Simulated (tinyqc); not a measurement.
# Valence-band offset from core levels (Kraut method), with the dipole against the affinity rule, step by step

Program tinyqc, `OMP_NUM_THREADS=1 python tinyqc.py 2410109 2410110 out.jsonl`; Intel Xeon 2.30GHz, shared host, one thread, about 0.01 s. Printed values are rounded.

Binding energies are counted downwards from the Fermi level. dEv > 0 means that the valence edge of B lies below that of A, dEc > 0 that the conduction edge of B lies above that of A; dEc + dEv = EgB - EgA. The spectra are made-up values treated as data.

Values chosen for this exercise; gaps and affinities close to those of gallium arsenide (A) and hafnium oxide (B): gap of the substrate A EgA = 1.42 eV; gap of the overlayer B EgB = 6.04 eV; electron affinity of A chiA = 4.01 eV; electron affinity of B chiB = 2.37 eV; core level of bare A cA = 76.84 eV; core level of thick B cB = 87 eV; valence-band maximum of thick B vB = 4.4 eV; relative permittivity inside the dipole layer ei = 9.7; thickness of the dipole layer dd = 0.26 nm; core level of A under a thin film of B iA = 76.55 eV; core level of B in that thin film iB = 85.55 eV; background counts in the gap bg = 70.

Constants: q = 1.602176634e-19 C, eps0 = 8.8541878128e-14 F/cm where lengths are in cm. Results are converted to the units shown.

## Valence-band maximum of bare A

```
point,binding energy (eV),counts on the leading edge
0,1.23,445
1,1.35,625
2,1.47,805
3,1.59,985
4,1.71,1165
5,1.83,1345
```

Fit a straight line to the leading edge by least squares; the maximum vA lies where it meets the background.

slope = 1500 counts/eV
intercept = -1400 counts
vA = 0.98 eV

## Offsets

dEv = (iB - iA) - (cB - vB) + (cA - vA), dEc = EgB - EgA - dEv.

cA - vA = 75.86 eV
cB - vB = 82.6 eV
iB - iA = 9 eV
dEv = 2.26 eV
dEc = 2.36 eV

The alignment is type I (straddling). Both offsets exceed 1 eV, the usual requirement for a gate dielectric. A rigid shift of all levels, by charging or doping, cancels in the differences.

## Interface dipole

The affinity rule gives dEc(0) = chiA - chiB; the dipole step is D = dEc - dEc(0), and two sheets of opposite charge dd apart hold N = eps0 ei |D|/(q dd).

dEc(0) = 1.64 eV
D = 0.72 eV
N = 1.48446e14 cm^-2
field in the dipole layer = 27.6923 MV/cm

N is 0.21 elementary charges for each of about 7e14 surface atoms per cm^2.
